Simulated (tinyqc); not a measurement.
# Peak shift with the field

The DLTS signal is S = C(t2) - C(t1), the change of the capacitance transient between two sampling times. Emission rate en = sn vth(T) Nc(T) exp(-Et/kB T) = sn g T^2 exp(-Et/kB T), g = vth Nc/(300 K)^2, as vth goes as T^0.5 and Nc as T^1.5 (degeneracy factor 1). For an exponential transient S peaks where en = ew = ln(t2/t1)/(t2 - t1). A Coulomb centre of charge +q (when empty) in the field F lowers its barrier by dE = sqrt(q F/(pi eps0 eps_r)) along the field. One-dimensional rate: en exp(b), b = dE/kB T; three-dimensional (Hartke): en {[1 + (b - 1) exp(b)]/b^2 + 1/2}. The peak temperatures solve rate = ew.

Inputs (values chosen for the exercise); material values close to those of indium phosphide:
- eps_r = 12.4 (relative permittivity)
- Nc = 5.78e17 cm^-3 (conduction-band density of states at 300 K)
- vth = 4.2e7 cm/s (thermal velocity at 300 K)
- Et = 0.35 eV (depth of the trap below the conduction edge)
- sn = 2.8e-15 cm^2 (capture cross-section)
- t1 = 1 ms (first sampling time)
- t2 = 4 ms (second sampling time)

Constants: q = 1.602176634e-19 C, kB = 1.380649e-23 J/K, eps0 = 8.8541878128e-14 F/cm where lengths are in cm. Results are converted to the units shown.

Result of one run:

| dE (meV) | T peak, one-dimensional (K) | T peak, three-dimensional (K) |
|---|---|---|
| 74.660 | 179.69 | 196.54 |

Which field at the trap F gave this result: 1.9, 10, 23, 120 or 280 kV/cm?

F = 120 kV/cm.

The whole series:

| F (kV/cm) | dE (meV) | T peak, one-dimensional (K) | T peak, three-dimensional (K) |
|---|---|---|---|
| 1.9 | 9.3945 | 217.60 | 221.01 |
| 4.4 | 14.296 | 214.78 | 219.82 |
| 10 | 21.552 | 210.59 | 217.84 |
| 23 | 32.686 | 204.15 | 214.33 |
| 54 | 50.083 | 194.05 | 207.73 |
| 120 | 74.660 | 179.69 | 196.54 |
| 280 | 114.04 | 156.43 | 175.77 |

dE grows as the square root of F, from 9.39 to 114 meV. The peak, at 223.0 K without field, moves down by 66.6 K (one-dimensional) or 47.2 K (three-dimensional) in the last row. A centre that is neutral when empty has no such long-range lowering, so the shift tells the charge state.

tinyqc, about 0.01 s, one thread, Intel Xeon 2.30GHz (shared host): `OMP_NUM_THREADS=1 python tinyqc.py 2050138 2050139 out.jsonl`
